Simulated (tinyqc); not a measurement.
Length of a polyene: Hueckel, PPP and singles CI along the polyenes. Computed by the program tinyqc. 

All-trans chains of carbon centres 1.40 angstrom apart:

| parameter | value |
|---|---|
| beta (eV), times 1 +/- alternation | -2.620000 |
| alternation | 0.070000 |
| W (eV) | 11.160000 |
| gamma_rr (eV) | 11.230000 |
| repulsion formula | MN |

Hueckel uses the same beta without repulsion; CIS keeps all single excitations and so misses the low, doubly excited 2Ag state. W is the valence ionisation energy of a centre, MN the Mataga-Nishimoto formula, f the oscillator strength.

Gaps and excitations (eV):

| centres | Hueckel gap | PPP orbital gap | bright singlet (CIS) | f | lowest triplet (CIS) |
|---|---|---|---|---|---|
| 2 | 5.6068 | 10.9754 | 8.5375 | 0.7320 | 2.6761 |
| 4 | 3.6768 | 8.4706 | 6.0347 | 1.1492 | 1.7411 |
| 6 | 2.7958 | 7.2229 | 4.8779 | 1.6068 | 1.3219 |
| 8 | 2.2977 | 6.4808 | 4.2019 | 2.0363 | 1.0950 |
| 10 | 1.9792 | 5.9933 | 3.7600 | 2.4388 | 0.9574 |
| 12 | 1.7589 | 5.6523 | 3.4514 | 2.8192 | 0.8674 |

The Hueckel gap tends to 4 x alternation x |beta| = 0.73 eV for long chains. Exchange opens the PPP orbital gap, and the attraction of electron and hole brings the bright state 2.20 eV below it at 12 centres; the triplet lies 2.58 eV lower still.
